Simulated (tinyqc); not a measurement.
From one set of inputs to another, one input at a time: grain-boundary trapping model (Seto) of a polycrystalline semiconductor film. Computed by tinyqc, a small Python program. Command: `OMP_NUM_THREADS=1 python tinyqc.py 3018614 3018615 out.jsonl poly ladder`. One thread of a shared host (Intel(R) Xeon(R) Processor @ 2.30GHz), about 0.01 s of CPU time with the checks.

Grains of equal size L are joined by thin boundaries with one trap level. Trapped carriers deplete a width W on each side and raise a barrier, crossed by thermionic emission. Dopants are fully ionised, statistics are non-degenerate and mu_g does not depend on T.

The inputs printed are set A. Set A is modelled on polycrystalline silicon; the values taken over come from a set modelled on polycrystalline germanium. Inputs not listed in the table keep their values of set A, so the rows need not describe a real material.

Inputs (values chosen for the exercise, modelled on polycrystalline silicon):

| quantity | value | unit |
|---|---|---|
| permittivity eps | 11.7 | - |
| effective mass m | 0.28 | m_0 |
| effective density of states at 300 K, N_c | 2.9e+19 | 1/cm^3 |
| grain size L | 220 | nm |
| trap density Q_t | 2e+12 | 1/cm^2 |
| trap level E_t below the band edge | 0.32 | eV |
| doping N | 9.6e+16 | 1/cm^3 |
| mobility inside the grains mu_g | 170 | cm^2/(V s) |
| temperature T | 400 | K |

Grain interior: resistance included.

Constants: k_B = 8.617333262e-05 eV/K; e = 1.602176634e-19 C; eps_0 = 8.8541878128e-12 F/m; m_0 = 9.1093837015e-31 kg; k_B = 1.380649e-23 J/K.

Method. N_c(T) = N_c (T/300 K)^(3/2). Filled traps Q = Q_t/(1 + (1/2) exp((E_t* - E_F)/k_B T)), where E_t* = e V_B - E_t and E_F are counted from the band edge at the grain centre. Partial depletion: Q = 2 N W, V_B = e N W^2/(2 eps eps_0), E_F = k_B T ln(N/N_c); solve for W. If that W would exceed L/2 the grain is fully depleted: W = L/2, Q = N L, and E_F follows from the trap equation. Centre density n_0 = N_c exp(E_F/k_B T). Boundary: sigma_b = L e^2 n_0 exp(-e V_B/k_B T)/sqrt(2 pi m k_B T); drift through the grain, depleted parts included: rho_g = [(1 - 2W/L) + (2W/L) int_0^1 exp(y^2 s^2) ds]/(e n_0 mu_g); rho = 1/sigma_b + rho_g. Mean carrier density n_av = n_0 [(1 - 2W/L) + (2W/L) (sqrt(pi)/2) erf(y)/y], y = sqrt(e V_B/k_B T); effective mobility 1/(e n_av rho).

Each row keeps all changes above it:

| input moved | from | to | resistivity rho (ohm cm) | barrier V_B (V) | mean carrier density (1/cm^3) |
|---|---|---|---|---|---|
| set A | - | - | 2.7300 | 0.14309 | 7.4284e+16 |
| effective mass m (m_0) | 0.28 | 0.2 | 2.5593 | 0.14309 | 7.4284e+16 |
| doping N (1/cm^3) | 9.6e+16 | 6.9e+16 | 3.7150 | 0.14135 | 5.0784e+16 |
| trap level E_t below the band edge (eV) | 0.32 | 0.25 | 1.1575 | 0.08433 | 5.7812e+16 |
| grain size L (nm) | 220 | 98 | 1.9361 | 0.08433 | 4.3883e+16 |
| temperature T (K) | 400 | 350 | 4.3615 | 0.10618 | 3.5618e+16 |
| mobility inside the grains mu_g (cm^2/(V s)) | 170 | 400 | 2.6863 | 0.10618 | 3.5618e+16 |
| permittivity eps | 11.7 | 16 | 2.6055 | 0.09368 | 2.6004e+16 |

Resistivity rho goes from 2.73 to 2.61, a factor 0.954 in all. The largest single move comes from trap level E_t below the band edge (a factor 0.312), and temperature T works against it (a factor 2.25). Barrier V_B goes from 0.143 to 0.0937, a factor 0.655 in all. The largest single move comes from trap level E_t below the band edge (a factor 0.597), and temperature T works against it (a factor 1.26). Mean carrier density goes from 7.43e16 to 2.60e16, a factor 0.350 in all. The largest single move comes from doping N (a factor 0.684), and trap level E_t below the band edge works against it (a factor 1.14). The single moves hold for this order of the switches; the total does not depend on the order.

Caution (rows permittivity eps): n_0 is not small against N, so full depletion is a rough description.

Extremes, crossings and ranges named in words are read from the listed rows.
